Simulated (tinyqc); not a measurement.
Avalanche multiplication and breakdown of a junction from ionisation integrals: one step, computed by the program tinyqc.

Ionisation coefficients follow the local field. Position x runs through the depletion layer from the p side (x = 0), where electrons enter, to the n side (x = w), where holes enter. The built-in voltage is neglected.

Task: Multiplication and noise. M_n = 1/(1 - I_n), M_p = M_n exp(-Phi(w)); McIntyre excess noise for the carrier with the larger M, F_x = k M + (1 - k)(2 - 1/M), with k = (smaller M - 1)/(larger M - 1).

Junction: linearly graded.

Every 50th point:
```
x (micrometre)  F (MV/cm)  alpha_n (1/cm)  alpha_p (1/cm)           Phi   I_n up to x
0.000000        0.0000000               0               0             0             0
0.870972        0.0985515    2.203602e+00    9.188722e-04  1.520233e-05  1.520622e-05
1.741944        0.1689455    4.168380e+02    6.594529e+00  1.054273e-02  1.059797e-02
2.612916        0.2111819    1.809176e+03    7.922164e+01  1.013627e-01  9.943944e-02
3.483888        0.2252606    2.611315e+03    1.474887e+02  2.937338e-01  2.663034e-01
4.354859        0.2111819    1.809176e+03    7.922164e+01  4.861049e-01  4.040249e-01
5.225831        0.1689455    4.168380e+02    6.594529e+00  5.769249e-01  4.592668e-01
6.096803        0.0985515    2.203602e+00    9.188722e-04  5.874524e-01  4.652106e-01
6.967775        0.0000000               0               0  5.874676e-01  4.652191e-01
```

Give: M_n; M_p; effective k; excess noise factor.

Result:

M_n = 1.870

M_p = 1.039

effective k = 0.04504

excess noise factor = 1.483

Injecting electrons gives the larger gain and, at equal gain, the lower noise.
